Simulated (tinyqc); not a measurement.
Worked calculation: one-electron ion in a basis of Gaussians. One step of it, computed by the program tinyqc.

Question. Matrices over normalised Gaussians. With p = a_i + a_j and I(k) = Gamma((k+1)/2) / (2 p^((k+1)/2)): S = I(2l+2), T = (2l+3) a_i a_j S / p, V = -Z I(2l+1), each divided by sqrt(S_ii S_jj).

exponents of r^l exp(-a r^2) (1/bohr^2): 0.327200  0.482000  0.710200  1.046000  1.542000  2.271000  3.346000

Z = 6

l = 1

Give: S; T; V.

Answer.

S, lower triangle:
```
       1      2      3      4      5      6      7
1  1.000
2  0.954  1.000
3  0.833  0.954  1.000
4  0.670  0.833  0.955  1.000
5  0.504  0.670  0.833  0.954  1.000
6  0.359  0.504  0.670  0.833  0.955  1.000
7  0.245  0.359  0.504  0.670  0.833  0.954  1.000
```

T (hartree), lower triangle:
```
       1      2      3      4      5      6      7
1  0.818
2  0.930  1.205
3  0.933  1.370  1.776
4  0.835  1.374  2.019  2.615
5  0.680  1.230  2.024  2.974  3.855
6  0.513  1.001  1.812  2.981  4.383  5.678
7  0.365  0.755  1.475  2.669  4.395  6.456  8.365
```

V (hartree), lower triangle:
```
        1       2       3       4       5        6        7
1  -3.651
2  -3.875  -4.432
3  -3.828  -4.704  -5.379
4  -3.544  -4.646  -5.709  -6.528
5  -3.107  -4.301  -5.639  -6.929  -7.926
6  -2.609  -3.772  -5.222  -6.844  -8.413   -9.619
7  -2.119  -3.167  -4.579  -6.336  -8.310  -10.210  -11.676
```
